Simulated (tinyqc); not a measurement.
What each parameter does: inter-valley coupling by envelope functions against a chain of atomic planes.

Chain: E(phi) = e0 + 2 v cos(phi) + 2 u cos(2 phi), cos(phi0) = -v/(4u), e0 = 2u + v^2/(4u); plane j = 0, 1, ... has the potential V_j = dE x_j + F (j - 30) a/4 (1 MV/m = 1e-4 V/angstrom). There are 30 barrier planes a side; with y = j - 29.5, x_j = xb (f(y) + f(Nw - y)), f(y) = 1/(1 + exp(y/L)), plus any Ge added in the well. The valley splitting is the spacing of the two lowest levels. Envelope theory: F_j solves a one-valley chain with hopping -b and diagonal 2b + V_j, b = 4u sin^2(phi0), sum F_j^2 = 1; the valleys couple by Dv = sum_j F_j^2 V_j exp(-2 i phi0 j) and split by 2|Dv|.

Values chosen for the exercise (near those of the Delta valleys of silicon in a SiGe well; not measured data):
```
symbol  value  unit      meaning
a       5.431  angstrom  lattice constant; planes lie a/4 apart
u       0.63   eV        second-neighbour hopping
v       0.602  eV        nearest hopping
Nw      43               planes in the well
L       1.25   planes    interface width
xb      0.27             Ge fraction of the barriers
dE      0.52   eV        offset per unit Ge fraction
F       2      MV/m      field
js      42               plane j of a Ge spike (the well starts at j = 30)
xs      0.04             Ge fraction added on that plane
```

Chain with the spike on plane js.

One parameter was then changed.

Results before and after:
```
case     level (meV)  splitting (micro-eV)
base          15.727                1306.3
changed       16.391                1300.2
```

Which of these changes was made? (a) js = 45; (b) F = 4 MV/m; (c) xb = 0.32; (d) xs = 0.052; (e) Nw = 49; (f) L = 1.75 planes; (g) dE = 0.572 eV.

Answer: (f) L = 1.75 planes. Of the candidates, run in turn, only this one gives the changed row.

All candidates:
```
case             level (meV)  splitting (micro-eV)
base                  15.727                1306.3
Nw = 49               14.364                1088.3
L = 1.75 planes       16.391                1300.2
xb = 0.32             16.077                1306.0
dE = 0.572 eV         15.985                1427.1
F = 4 MV/m            20.880                1509.3
js = 45               15.836                1523.4
xs = 0.052            15.906                1664.0
```

Run: tinyqc, `OMP_NUM_THREADS=1 python tinyqc.py 1480517 1480518 out.jsonl`; Intel(R) Xeon(R) Processor @ 2.30GHz, one thread, shared host; about 0.06 s of CPU time with all checks.
